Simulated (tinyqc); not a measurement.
Inside a calculation. Model: minority carriers and saturation current of a heavily doped emitter.

Numbers from tinyqc (`OMP_NUM_THREADS=1 python tinyqc.py 2330171 2330172 out.jsonl`; about 0.01 s on one thread of a shared Intel Xeon 2.30GHz). Printed values are rounded.

n-type, parabolic bands, full ionisation. eta = (EF - Ec)/kB T solves N = Nc F12(eta), F12(x) = (2/sqrt(pi)) int_0^infinity sqrt(u)/(1 + exp(u - x)) du. The gap shrinks rigidly by dEg = E1 [ln(N/N0) + sqrt(ln^2(N/N0) + 0.5)], an empirical law that is here taken as the true narrowing.

Inputs (values chosen for the exercise); band and dielectric values those of a made-up semiconductor:
- T = 300 K (temperature)
- Eg = 0.78 eV (band gap)
- Nc = 1.27e19 cm^-3 (conduction-band density of states at 300 K)
- Nv = 6.3e18 cm^-3 (valence-band density of states at 300 K)
- N = 3e18 cm^-3 (ionised donor density)
- E1 = 8.8 meV (energy of the narrowing law)
- N0 = 7.7e16 cm^-3 (density of the narrowing law)
- mup = 120 cm^2/(V s) (minority-hole mobility)
- Cn = 3.4e-31 cm^6/s (Auger coefficient)
- ts = 0.22 us (defect lifetime)
- W = 48 nm (emitter width)
- S = 1.4e5 cm/s (recombination velocity at the contact)

Constants: q = 1.602176634e-19 C, kB = 1.380649e-23 J/K, Vt = kB T/q. Results are converted to the units shown.

Range of the model: Band tails, non-parabolic bands and incomplete ionisation are left out.

## Iteration 1: Fermi level

eta at the start (Boltzmann value) = -1.443

Newton step on ln F12(eta) = ln(N/Nc): eta(new) = eta - ln(Nc F12/N) F12/Fm, Fm(x) = dF12/dx = (1/sqrt(pi)) int_0^infinity u^(-1/2)/(1 + exp(u - x)) du.

F12 = 0.2186934
Fm = 0.2030860
eta after iteration 1 = -1.359980

## Course of the iteration

Stop when eta changes by less than 1e-9.

Course of the iteration:
```
iteration        eta   change
1          -1.359980   0.0830
2          -1.359747  2.33e-4
3          -1.359747  1.91e-9
4          -1.359747  < 1e-14
```

Converged in 4 iterations.

## Effective intrinsic density

converged eta = -1.359747

ni = sqrt(Nc Nv) exp(-Eg/(2 Vt)), Eg in volts; degeneracy factor g = F12(eta) exp(-eta); nie^2 = ni^2 exp(dEg/kB T) g, p0 = nie^2/N; apparent narrowing dEg + kB T ln g.

ni = 2.511080e12 cm^-3
dEg = 65.05627 meV
g = 0.9201282
apparent narrowing = 62.90429 meV
nie = 8.476826e12 cm^-3
p0 = 2.395220e7 cm^-3

Narrowing multiplies p0 by 12.4 and degeneracy by 0.920.

## Saturation current

1/tau = Cn N^2 + 1/ts, D = mup Vt, L = sqrt(D tau); J0 = (q p0 D/L)(s + tanh(W/L))/(1 + s tanh(W/L)), s = S L/D; the share recombining inside is 1 - 1/[cosh(W/L)(1 + tanh(W/L)/s)].

tau = 131.4846 ns
L = 6386.679 nm
s = 28.82224
J0 = 4.417172e8 fA/cm^2
share recombining inside = 0.02889200 %

The emitter is transparent: most holes reach the contact.
